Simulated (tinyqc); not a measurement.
Punch-through p+-n junction, ionisation integral and breakdown: two steps of the calculation.

A p+ layer at x < 0 and an n drift layer from x = 0 to L on an n+ substrate. Depletion approximation, built-in voltage neglected. Local ionisation coefficients alpha_n = an exp(-(bn/E)^mx), alpha_p = ap exp(-(bp/E)^mx). Electrons move towards +x, holes towards x = 0.

Inputs (values chosen for the exercise); material values close to those of indium phosphide: relative permittivity eps_r = 12.6; prefactor of the electron ionisation coefficient an = 1.08e7 1/cm; field constant for electrons bn = 3.28e6 V/cm; prefactor of the hole ionisation coefficient ap = 4.88e6 1/cm; field constant for holes bp = 2.47e6 V/cm; exponent mx = 1; donor density of the drift layer N = 1.6e16 cm^-3; thickness of the drift layer L = 0.84 um; reverse voltage V = 23.5 V; share of the depleted width that the grid covers fr = 1.

Constants: q = 1.602176634e-19 C, eps0 = 8.8541878128e-14 F/cm where lengths are in cm. Results are converted to the units shown.

Problem 1. Field and ionisation coefficients on a grid. W = sqrt(2 eps0 eps_r V/(q N)), peak field E0 = q N W/(eps0 eps_r), falling linearly to 0 at W; if W > L the layer is punched through: W = L, E0 = V/L + q N L/(2 eps0 eps_r), falling linearly to E1 = V/L - q N L/(2 eps0 eps_r). Grid: 13 equal steps from 0 to fr W.

Find: W; x; E; alpha_n; alpha_p.

Solution 1.

W = 0.84000 um

```
point	x (um)	E (kV/cm)	alpha_n (1/cm)	alpha_p (1/cm)
0	0.00000	376.27	1768.5	6878.9
1	0.06462	361.42	1236.2	5252.9
2	0.12923	346.57	837.99	3919.7
3	0.19385	331.73	548.63	2849.2
4	0.25846	316.88	345.21	2010.0
5	0.32308	302.03	207.54	1370.2
6	0.38769	287.19	118.38	897.80
7	0.45231	272.34	63.511	561.75
8	0.51692	257.49	31.714	332.98
9	0.58154	242.64	14.546	185.14
10	0.64615	227.80	6.0269	95.358
11	0.71077	212.95	2.2085	44.775
12	0.77538	198.10	0.69622	18.771
13	0.84000	183.25	0.18204	6.8355
```

Problem 2. Ionisation integrals by the trapezoid rule. G(x) = integral from 0 to x of (alpha_n - alpha_p); I_n = integral of alpha_n exp(-G) (electrons injected at x = 0), I_p = integral of alpha_p exp(G(end) - G) (holes injected at the far edge); M = 1/(1 - I). All integrals by the trapezoid rule on the grid.

```
point	x (um)	alpha_n (1/cm)	alpha_p (1/cm)
0	0.00000000	1768.5138	6878.8562
1	0.06461538	1236.1934	5252.9172
2	0.12923077	837.99081	3919.6781
3	0.19384615	548.62770	2849.1702
4	0.25846154	345.20520	2010.0399
5	0.32307692	207.53711	1370.2341
6	0.38769231	118.37637	897.79738
7	0.45230769	63.510867	561.74752
8	0.51692308	31.713622	332.98141
9	0.58153846	14.545671	185.14154
10	0.64615385	6.0269099	95.358190
11	0.71076923	2.2085068	44.774606
12	0.77538462	0.69622396	18.771153
13	0.84000000	0.18203733	6.8355487
```

Wanted: G; alpha_n exp(-G); I_n; I_p; M_n; M_p.

Solution 2.

```
point	G	alpha_n exp(-G) (1e3 1/cm)
0	0.0000	1.769
1	-0.0295	1.273
2	-0.0524	0.883
3	-0.0698	0.588
4	-0.0826	0.375
5	-0.0918	0.227
6	-0.0980	0.131
7	-0.1022	0.070
8	-0.1047	0.035
9	-0.1063	0.016
10	-0.1071	0.007
11	-0.1075	0.002
12	-0.1077	0.001
13	-0.1078	0.000
```

I_n = 0.02904
I_p = 0.1281
M_n = 1.030
M_p = 1.147

Computed by the program tinyqc: `OMP_NUM_THREADS=1 python tinyqc.py 2120011 2120012 out.jsonl`, one thread of a shared Intel Xeon 2.30GHz, about 0.06 s for the whole run.
